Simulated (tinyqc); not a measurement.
Gupta-type many-body potential for a metal: one step, computed by the program tinyqc.

E_i = sum_j A exp(-p (r_ij/r0 - 1)) - xi rho_i^gamma, with rho_i = sum_j exp(-2 q (r_ij/r0 - 1)); gamma = 1/2 is the tight-binding second-moment form. The crystal is fcc unless stated; d is the neighbour distance and a fixed number of shells is kept.

Task: Unrelaxed vacancy. Each neighbour j of the vacancy loses one repulsive term and one density term: E_v = sum_shells count x {-repulsion - xi [(rho - density)^gamma - rho^gamma]}. (The removed atom returns to a bulk-like site, so its own energy cancels.)

Inputs (values chosen for the exercise, modelled on silver): hopping xi = 1.19 eV; embedding exponent gamma = 0.5.

Shells:
```
shell  count  r (angstrom)  repulsion (eV)    density
1         12      2.901306      0.09641766  0.9739353
```

density rho = 11.68722

repulsive energy = 1.157012 eV

Give: vacancy energy E_v; ratio E_v/E_c, E_c = xi rho^gamma less the repulsive energy.

Result:

vacancy energy E_v = 0.9213 eV

ratio E_v/E_c, E_c = xi rho^gamma less the repulsive energy = 0.3165

A pair potential gives E_v = E_c; here the ratio is 0.32, as the remaining bonds of the neighbours strengthen when one is lost.
